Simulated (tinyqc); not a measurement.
Random alloy fluctuations: inter-valley coupling by envelope functions against a chain of atomic planes.

Chain: E(phi) = e0 + 2 v cos(phi) + 2 u cos(2 phi), cos(phi0) = -v/(4u), e0 = 2u + v^2/(4u); plane j = 0, 1, ... has the potential V_j = dE x_j + F (j - 30) a/4 (1 MV/m = 1e-4 V/angstrom). There are 30 barrier planes a side; with y = j - 29.5, x_j = xb (f(y) + f(Nw - y)), f(y) = 1/(1 + exp(y/L)), plus any Ge added in the well. The valley splitting is the spacing of the two lowest levels. Envelope theory: F_j solves a one-valley chain with hopping -b and diagonal 2b + V_j, b = 4u sin^2(phi0), sum F_j^2 = 1; the valleys couple by Dv = sum_j F_j^2 V_j exp(-2 i phi0 j) and split by 2|Dv|.

Parameters, chosen for this exercise (near those of the Delta valleys of silicon in a SiGe well; shifted at random, so the results belong to these values and not to a real crystal): a = 5.431 angstrom (lattice constant; planes lie a/4 apart); u = 0.615 eV (second-neighbour hopping); v = 0.718 eV (nearest hopping); Nw = 48 (planes in the well); L = 0.75 planes (interface width); xb = 0.22 (Ge fraction of the barriers); dE = 0.51 eV (offset per unit Ge fraction); F = 5 MV/m (field); x0 = 1218 (start of the number sequence); na = 8000 (atoms a plane under the dot).

A uniform fraction x is added on all planes. Each plane j then fluctuates by q sqrt(x_j (1 - x_j)/na) in Ge fraction, q = sqrt12 (z/2147483647 - 1/2) with z(new) = 16807 z mod 2147483647 from x0, restarted for each row; 24 samples. Theory: Dv is a complex Gaussian with sigma^2 = dE^2 sum F_j^4 x_j (1 - x_j)/na, and the mean splitting is sqrt(pi) sigma if the smooth part is negligible.

Splitting (micro-eV):

| x | sigma | sqrt(pi) sigma | mean of 24 | least | largest |
|---|---|---|---|---|---|
| 0.00 | 21.9 | 38.9 | 33.9 | 9.5 | 65.8 |
| 0.01 | 99.8 | 176.8 | 165.3 | 17.4 | 322.7 |
| 0.02 | 138.7 | 245.8 | 229.8 | 16.0 | 453.3 |
| 0.05 | 214.3 | 379.8 | 355.5 | 37.8 | 705.7 |
| 0.10 | 294.2 | 521.4 | 488.4 | 64.9 | 971.9 |

What does the comparison show, and why?

Without added Ge the disorder sits in the barriers, where the state is small: mean 33.9 micro-eV, against 17 for the smooth well. With 5 % Ge in the well the mean is 356, theory 380, with a statistical error of about 11 % for 24 samples; the miss is -6 %, and since every row reuses one sequence the rows with added Ge miss alike. The spread grows with the mean: at 5 % the samples run from 38 to 706, so small splittings remain possible. sigma falls as 1/sqrt(na) for larger dots. A chain with one orbital a plane has no Bloch-function factor, which scales all these couplings down in fuller models.

(tinyqc, `OMP_NUM_THREADS=1 python tinyqc.py 1480766 1480767 out.jsonl`, Intel(R) Xeon(R) Processor @ 2.30GHz, 1 thread, shared host, about 0.05 s.)
